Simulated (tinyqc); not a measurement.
Inside a calculation. Model: a square-lattice strip 2 sites wide, recursive Green functions.

tinyqc, about 0.01 s, one thread, Intel Xeon 2.30GHz (shared host): `OMP_NUM_THREADS=1 python tinyqc.py 2660013 2660014 out.jsonl` Printed values are rounded.

The device has N = 5 slices of 2 site(s), nearest-neighbour hopping -t, and site energies U; the leads are semi-infinite continuations with site energy 0. V = <i+1|H|i> = -t 1.

Inputs (values chosen for the exercise):
- t = 1 eV (hopping (matrix element -t))
- U = [0.22, -0.4, -0.43, 0.16, 0.72, -0.68, -0.45, 0.45, 0.56, -0.74] eV (site energies, slice by slice (2 a slice))
- E = -0.05 eV (energy)

## Self-energy of the leads

Transverse modes n = 1..2: chi_n(j) = sqrt(2/3) sin(pi n j/3), energy e_n = -2 t cos(pi n/3). Sigma = t^2 sum_n chi_n chi_n^T g(E - e_n), g(x) = (x - i sqrt(4 t^2 - x^2))/(2 t^2) for |x| < 2 t and (x - sign(x) sqrt(x^2 - 4 t^2))/(2 t^2) otherwise; Gamma = i (Sigma - Sigma^dagger); both leads give the same.

Sigma (eV):
```
	1	2
1	-0.025000-0.865544i	0.500000-0.014442i
2	0.500000-0.014442i	-0.025000-0.865544i
```

Gamma (eV):
```
	1	2
1	1.73109	0.02888
2	0.02888	1.73109
```

open modes = 2

## Slice 1

Forward pass: g_1 = (E - H_1 - Sigma)^(-1), g_i = (E - H_i - V g_(i-1) V^dagger)^(-1), with Sigma also subtracted on the last slice; G_(i,1) = g_i V G_(i-1,1), starting from g_1. H_i is the block of slice i: its site energies on the diagonal and -t between neighbouring rows.

g_1 (1/eV):
```
	1	2
1	-0.270247-0.817769i	0.453509+0.054015i
2	0.453509+0.054015i	0.293568-0.767075i
```

## Slice 2

As before.

g_2 (1/eV):
```
	1	2
1	0.467955-0.558785i	0.436126+0.007733i
2	0.436126+0.007733i	-0.437667-0.705078i
```

G_(2,1) (1/eV):
```
	1	2
1	0.386051+0.204606i	-0.376369+0.560409i
2	0.271939+0.702140i	0.471964-0.155799i
```

## Slice 3

As before.

g_3 (1/eV):
```
	1	2
1	-0.560917-0.272920i	0.272069-0.039596i
2	0.272069-0.039596i	0.562858-0.348824i
```

G_(3,1) (1/eV):
```
	1	2
1	0.058914+0.039865i	-0.486296+0.272700i
2	-0.511121-0.340727i	-0.131094+0.084953i
```

## Slice 4

As before.

g_4 (1/eV):
```
	1	2
1	0.644526-0.216982i	0.442713+0.020700i
2	0.442713+0.020700i	-0.585432-0.161466i
```

G_(4,1) (1/eV):
```
	1	2
1	0.172605+0.148514i	0.314055-0.316176i
2	-0.269468-0.300869i	0.130471-0.082094i
```

## Slice 5

As before.

g_5 (1/eV):
```
	1	2
1	-0.457531-0.402991i	0.021171-0.001169i
2	0.021171-0.001169i	0.473099-0.373474i
```

G_(5,1) (1/eV):
```
	1	2
1	0.025179+0.143563i	0.268440-0.016208i
2	0.236024+0.038759i	-0.037345+0.094627i
```

## Transmission and its channels

T(E) = Tr[Gamma G_(N,1) Gamma G_(N,1)^dagger]. The non-zero eigenvalues T_n of the matrix under the trace are the channel transmissions; Fano factor sum T_n (1 - T_n)/sum T_n.

T(E) = 0.482888
T_n: 0.287841  0.195047
Fano factor = 0.749640

With 2 open mode(s) in the leads T(E) cannot exceed 2. Inverting the whole matrix gives the same value.
